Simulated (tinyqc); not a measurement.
# Grain-boundary diffusion: Harrison regimes, Fisher and Le Claire analysis, Hart average, step by step

A worked calculation. Computed by tinyqc, a small Python program that keeps every step. Command: `OMP_NUM_THREADS=1 python tinyqc.py 3014952 3014953 out.jsonl gbdiff walk`. One thread of a shared host (Intel(R) Xeon(R) Processor @ 2.30GHz), about 0.01 s of CPU time with the checks. Intermediate numbers are printed to about 6 digits and carried at full precision; extremes and crossings named in words are read from the listed rows.

A boundary is a slab of width delta with diffusivity D_b, normal to a surface held at constant concentration; it leaks into grains of diffusivity D.

Inputs (values chosen for the exercise, for a model polycrystal): melting point T_m = 2000 K; lattice prefactor D0 = 5.1e-06 m^2/s; lattice activation energy E = 2.96 eV; boundary prefactor D0b = 2.3e-06 m^2/s; boundary activation energy E_b = 1.49 eV; boundary width delta = 0.5 nm; segregation factor s = 10; grain size d = 2.4 um; temperature T = 1380 K; time t = 3500 s.

Constants: k_B = 8.617333262e-05 eV/K.

## Diffusivities

D = D0 exp(-E/(k_B T)), D_b = D0b exp(-E_b/(k_B T)). Triple product P = s delta D_b.

D = 7.89971e-17 m^2/s

D_b = 8.32201e-12 m^2/s

triple product P = 4.16100e-20 m^3/s

At T/T_m = 0.69 the boundary is 110000 times faster than the lattice.

## Regime

l = sqrt(D t); P = s delta D_b; alpha = s delta/(2 l); beta = P/(2 D l). Regime A if l > 3 d, C if alpha > 1, B if alpha < 0.1, l < d/4 and beta > 10, otherwise a transition.

lattice diffusion length l = 0.525823 um

alpha = 0.00475445

beta = 500.861

Regime: B

Boundaries are isolated and lose material sideways, so only the product P can be measured.

## Effective diffusivity

Hart average for parallel slabs: f = delta/d, D_eff = (s f D_b + (1 - f) D)/(1 - f + s f); share of the boundaries = s f D_b/(s f D_b + (1 - f) D); depth sqrt(D_eff t).

boundary fraction f = 2.08333e-04

D_eff = 1.73839e-14 m^2/s

share of the boundaries = 0.995465

depth sqrt(D_eff t) = 7.80024 um

Caution: outside regime A (which needs sqrt(D t) above about 3 d) the Hart average and its depth are formal: they describe a profile only in regime A or at steady state.

## Penetration along an isolated boundary

Fisher: the mean concentration falls as exp(-y/y_F), y_F = sqrt(P) (pi t/(4 D))^(1/4), with the boundary equation P d2c/dy2 = 2 c sqrt(D/(pi t)). Le Claire (from the Whipple solution): ln c falls as -(y/y_L)^(6/5) with P = 1.322 sqrt(D/t) y_L^2.

Fisher depth y_F = 15.6670 um

Le Claire depth y_L = 14.4743 um

The tail reaches 27.5 lattice lengths l; y_L/l = sqrt(2 beta/1.322).

## Whipple integral against the two closed forms

Whipple, boundary part of the mean concentration in units of c0 l per boundary, for D_b/D far above beta: c(eta) = (2 eta/sqrt(pi)) int_1^infinity exp(-eta^2/(4 u)) u^(-3/2) [exp(-Y^2)/sqrt(pi) - Y erfc(Y)] du with Y = (u - 1)/(2 beta), eta = y/l; w = eta/sqrt(beta). The last columns are -ln[c(y)/c(w = 1)] from the integral, from Fisher, (y - y1)/y_F, and from Le Claire, (y/y_L)^(6/5) - (y1/y_L)^(6/5), with y1 the depth at w = 1.

Tail of the profile:
```
w      y (um)            c  Whipple   Fisher  Le Claire
1.5    17.652  4.84150e-01   0.5298  0.37556     0.4889
2.0    23.536  2.80723e-01   1.0748  0.75113     1.0120
3.0    35.304  9.03880e-02   2.2081  1.50225     2.1351
4.0    47.072  2.75714e-02   3.3954  2.25338     3.3371
5.0    58.839  7.99696e-03   4.6332  3.00450     4.6012
6.0    70.607  2.21250e-03   5.9181  3.75563     5.9173
8.0    94.143  1.48558e-04   8.6190  5.25788     8.6786
10.0  117.679  8.49999e-06  11.4799  6.76013    11.5829
```

At w = 10 the integral has fallen by 11.48 in the logarithm, Fisher by 6.76 and Le Claire by 11.58: the true tail bends down faster than an exponential, which is why profiles are plotted against y^(6/5).

## Lattice against boundary over temperature

D_eff = (s f D_b + (1 - f) D)/(1 - f + s f), f = delta/d; share of the boundaries = s f D_b/(s f D_b + (1 - f) D).

Diffusivities (m^2/s):
```
T/T_m  T (K)            D          D_b        D_eff     share      regime
0.3      600  6.99302e-31  7.01906e-19  1.45957e-21  1.000000           C
0.4      800  1.14919e-24  9.44367e-16  1.96375e-18  0.999999           C
0.5     1000  6.16349e-21  7.11965e-14  1.48054e-16  0.999958  transition
0.6     1200  1.88850e-18  1.27058e-12  2.64398e-15  0.999287           B
0.7     1400  1.12730e-16  9.95323e-12  2.08096e-14  0.994594  transition
0.8     1600  2.42092e-15  4.66052e-11  9.93283e-14  0.975678  transition
0.9     1800  2.62987e-14  1.54850e-10  3.48245e-13  0.924639           A
1.0     2000  1.77296e-13  4.04663e-10  1.01840e-12  0.826269           A
```

The apparent activation energy of D_eff is 1.49 eV between the first rows and 1.66 eV between the last, against E_b = 1.49 and E = 2.96 eV. The boundaries carry most of the flux up to the melting point. Caution: the segregation factor is held fixed, although it falls with temperature. Caution: outside regime A, D_eff and the share of the boundaries hold only at steady state.

Checks made by the program: Le Claire's slope against the Whipple integral (relative difference 2e-02).
